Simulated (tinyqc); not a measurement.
# Worked calculation: transistor under a ferroelectric capacitor (negative capacitance), static model

Numbers from tinyqc (`OMP_NUM_THREADS=1 python tinyqc.py 2860115 2860116 out.jsonl`; about 0.02 s on one thread of a shared Intel Xeon 2.30GHz). Printed values are rounded.

A ferroelectric film of thickness tf lies between the gate and an inner metal at potential v, which drives an ordinary transistor. One domain, P = Q (background permittivity neglected): Vg = v + tf (2 al Q + 4 be Q^3), al = -3 sqrt(3) Ec/(4 Pr), be = 3 sqrt(3) Ec/(8 Pr^3). Gate charge Q(v) = Qi + Cp v with the channel charge Qi = Cox n Vt ln(1 + exp((v - VT)/(n Vt))). Q in uC/cm^2, E in kV/cm; 1 nm times 1 kV/cm is 1e-4 V. Domains, leakage and the switching time are left out.

Parameters, values chosen for the exercise; Pr and Ec close to those of hafnium oxide based films:
- T = 400 K (temperature)
- Pr = 16 uC/cm^2 (remanent polarisation)
- Ec = 1500 kV/cm (coercive field)
- Cox = 2.2 uF/cm^2 (capacitance of the inner oxide)
- Cp = 0.8 uF/cm^2 (overlap capacitance per gate area)
- VT = 0.41 V (threshold of the inner transistor)
- n = 1.23 (subthreshold factor of the inner transistor)
- tf = 7.9 nm (ferroelectric thickness)
- Vg = 0.47 V (gate voltage)

Constants: q = 1.602176634e-19 C, kB = 1.380649e-23 J/K, Vt = kB T/q. Results are converted to the units shown.

## Landau coefficients and capacitance at zero charge

al = -3 sqrt(3) Ec/(4 Pr), be = 3 sqrt(3) Ec/(8 Pr^3); C_FE(0) = 1/(2 al tf); far below threshold the gain is 1/(1 + 2 al tf Cp) near Q = 0 and the swing n Vt ln 10/gain.

al = -121.785 kV cm/uC
be = 0.237861 kV cm^5/uC^3
C_FE(0) = -5.19696 uF/cm^2
gain near Q = 0 = 1.18194
swing = 82.5956 mV/decade

The swing is still above Vt ln 10 = 79.4 mV a decade; without the film it is 97.6.

## Gate voltage against inner potential

| point | v (V) |
|---|---|
| 0 | 0 |
| 1 | 0.1 |
| 2 | 0.2 |
| 3 | 0.3 |
| 4 | 0.4 |
| 5 | 0.5 |
| 6 | 0.6 |
| 7 | 0.7 |
| 8 | 0.8 |

Q(v) and Vg(v) as above. C = dQ/dv = Cox/(1 + exp(-(v - VT)/(n Vt))) + Cp; dVg/dv = 1 + C tf (2 al + 12 be Q^2); gain = dv/dVg.

| point | Q (uC/cm^2) | C (uF/cm^2) | Vg (V) | dVg/dv |
|---|---|---|---|---|
| 0 | 0.00001 | 0.800139 | -0.000001 | 0.846037 |
| 1 | 0.08006 | 0.801468 | 0.084595 | 0.845793 |
| 2 | 0.16066 | 0.815426 | 0.169090 | 0.843143 |
| 3 | 0.24672 | 0.952884 | 0.252538 | 0.816777 |
| 4 | 0.37430 | 1.77087 | 0.328017 | 0.659808 |
| 5 | 0.60855 | 2.76481 | 0.383073 | 0.470303 |
| 6 | 0.89905 | 2.97538 | 0.427551 | 0.432900 |
| 7 | 1.19810 | 2.99765 | 0.470754 | 0.432895 |
| 8 | 1.49801 | 2.99978 | 0.514280 | 0.437962 |

dVg/dv is positive at all listed points; its smallest value, 0.433, means a gain of 2.31. Minimising dVg/dv over v puts the thickness at which the fold first appears at 13.9 nm.

## Iteration 1: inner potential by Newton steps

v at the start = 0.47 V

f = v + tf (2 al Q + 4 be Q^3) - Vg, f' = 1 + C tf (2 al + 12 be Q^2) with C = Cox/(1 + exp(-(v - VT)/(n Vt))) + Cp; v(new) = v - f/f'.

Q = 0.528281 uC/cm^2
f = -0.101541 V
f' = 0.507082
v after iteration 1 = 0.670246 V

## Iteration 2: inner potential by Newton steps

As before.

Q = 1.10894 uC/cm^2
f = -0.0121113 V
f' = 0.431958
v after iteration 2 = 0.698284 V

## Course of the iteration: inner potential by Newton steps

Stop when v changes by less than 1e-10 V, or after 30 iterations.

Course of the iteration:

| iteration | v (V) | \|change\| (V) |
|---|---|---|
| 1 | 0.670246 | 0.200 |
| 2 | 0.698284 | 0.0280 |
| 3 | 0.698257 | 2.62e-5 |
| 4 | 0.698257 | 2.97e-11 |

Converged in 4 iterations. At the end the number of correct digits about doubles with each step. There dVg/dv = 0.433, a gain of 2.31.
